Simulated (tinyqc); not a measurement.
Moment against the Stoner parameter: Stoner model of a band ferromagnet.

Density of states per atom and spin: two humps, D(e) = (M/W) [1 - sp cos(4 pi e/W)]. Levels e -/+ I m/2 for up and down spin, m = n_up - n_down, n_up + n_down = nd. At zero temperature e(N) is the energy below which N states lie, and E(m) = sum over spins of integral e D de - I m^2/4.

Parameters, chosen for this exercise:

| symbol | value | unit | meaning |
|---|---|---|---|
| W | 4 | eV | band width, e from -W/2 to W/2 |
| M | 5 |  | states per atom and spin |
| nd | 8.19 |  | electrons per atom |
| sp | 0.29 |  | shape parameter |

Lowest state for each I.

Results:

| I (eV) | I D(EF) | m (muB) | E - E(0) (meV) |
|---|---|---|---|
| 0.40 | 0.612 | 0.000 | 0.0 |
| 0.53 | 0.811 | 0.000 | 0.0 |
| 0.59 | 0.903 | 0.000 | 0.0 |
| 0.66 | 1.010 | 0.484 | -0.2 |
| 0.72 | 1.102 | 1.458 | -18.1 |
| 0.82 | 1.255 | 1.810 | -95.0 |
| 0.98 | 1.500 | 1.810 | -226.0 |
| 1.18 | 1.807 | 1.810 | -389.8 |

What does the comparison show?

A moment first appears at I = 0.66 eV of those listed, where I D(EF) = 1.010. It is saturated at 1.810 from I = 0.82 eV on.

(tinyqc, `OMP_NUM_THREADS=1 python tinyqc.py 1680954 1680955 out.jsonl`, Intel(R) Xeon(R) Processor @ 2.30GHz, 1 thread, shared host, about 0.1 s.)
